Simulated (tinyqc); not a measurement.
Worked calculation: harmonic transition-state theory with quantum, tunnelling and friction corrections. Computed by tinyqc, a small Python program that keeps every step. Command: `OMP_NUM_THREADS=1 python tinyqc.py 3018183 3018184 out.jsonl rates walk`. One thread of a shared host (Intel(R) Xeon(R) Processor @ 2.30GHz), about 0.08 s of CPU time with the checks. Intermediate numbers are printed to about 7 digits and carried at full precision; extremes and crossings named in words are read from the listed rows.

One atom hops between equivalent sites; three modes at the minimum and two real modes at the saddle are treated as harmonic, the rest of the crystal as unchanged; melting is ignored, so hot rows may lie above the melting point.

Inputs (values chosen for the exercise, modelled on interstitial carbon in iron):

| quantity | value | unit |
|---|---|---|
| barrier E_b | 0.846 | eV |
| imaginary frequency at the saddle nu_b | 6.23 | THz |
| temperature T | 691 | K |
| jump length d | 1.43 | angstrom |
| number of jump directions z | 4 | - |
| mass ratio of the heavier isotope | 1.083 | - |

Lattice of sites: three-dimensional. Correction studied: isotope.

frequencies at the minimum (THz): 12.9  17.3  21.5

real frequencies at the saddle (THz): 17.1  17.4

Constants: k_B = 8.617333262e-05 eV/K; h x 1 THz = 4.135667696 meV.

## Classical rate and diffusivity

Vineyard: nu* = product of minimum frequencies / product of real saddle frequencies; k_cl = nu* exp(-E_b/(k_B T)). Activation entropy S = k_B ln(nu* h/(k_B T)); for uncorrelated jumps D = z k d^2/6 and D0 = z nu* d^2/6; 1 angstrom^2 = 1e-16 cm^2.

prefactor nu* = 16.12608 THz

classical rate k_cl = 1.089595e+07 1/s

activation entropy in the Eyring form = 0.1133416 k_B

classical diffusivity D = 1.485408e-09 cm^2/s

prefactor D0 = 0.002198415 cm^2/s

## Quantum harmonic rate

Quantum harmonic: k_q = (k_B T/h) [prod 2 sinh(x_i/2) (minimum) / prod 2 sinh(x_j/2) (saddle)] exp(-E_b/(k_B T)), x = h nu/(k_B T). Zero-point correction to the barrier = (h/2)(sum of saddle frequencies - sum of minimum frequencies).

x at the minimum: 0.895951  1.201547  1.493252

x at the saddle: 1.187656  1.208492

zero-point correction = -35.56674 meV

quantum harmonic rate k_q = 1.163573e+07 1/s

ratio k_q/k_cl = 1.067895

To second order in x the ratio is 1 + (sum x_i^2 - sum x_j^2)/24 = 1.0669.

## Tunnelling factors

With u = h nu_b/(k_B T): Wigner factor 1 + u^2/24; parabolic barrier (Bell) (u/2)/sin(u/2), valid above T_c = h nu_b/(2 pi k_B); symmetric Eckart barrier: kappa = int_0^infinity P(E) exp(-(E - E_b)/(k_B T)) dE/(k_B T), P = (cosh 2a - 1)/(cosh 2a + cosh 2d), a = alpha sqrt(E/E_b), alpha = 2 pi E_b/(h nu_b), 2d = 2 sqrt(alpha^2 - pi^2/4).

u = 0.4326959

crossover temperature T_c = 47.58619 K

Wigner factor = 1.007801

Bell factor = 1.007844

Eckart factor = 1.008390

T/T_c = 14.52: tunnelling is a small correction.

## Isotope effect over temperature

All frequencies of the heavier isotope are divided by sqrt(mass ratio); each column is light over heavy.

Rate ratios:

| T (K) | classical | quantum harmonic | with Eckart tunnelling |
|---|---|---|---|
| 280 | 1.040673 | 1.068220 | 1.072284 |
| 350 | 1.040673 | 1.059246 | 1.061826 |
| 450 | 1.040673 | 1.052379 | 1.053939 |
| 550 | 1.040673 | 1.048687 | 1.049735 |
| 690 | 1.040673 | 1.045854 | 1.046526 |
| 1000 | 1.040673 | 1.043181 | 1.043509 |
| 1400 | 1.040673 | 1.041962 | 1.042135 |
| 2100 | 1.040673 | 1.041248 | 1.041330 |

The classical ratio is sqrt(mass ratio) = 1.0407 at any T. The quantum ratio is 1.0682 in the coldest row, above it, as the minimum holds more zero-point energy than the saddle; tunnelling multiplies it by a further 1.004. In the hottest row the full ratio is 1.0413.

Checks made by the program: quantum rate against the classical one at very high temperature (relative difference 3e-08).
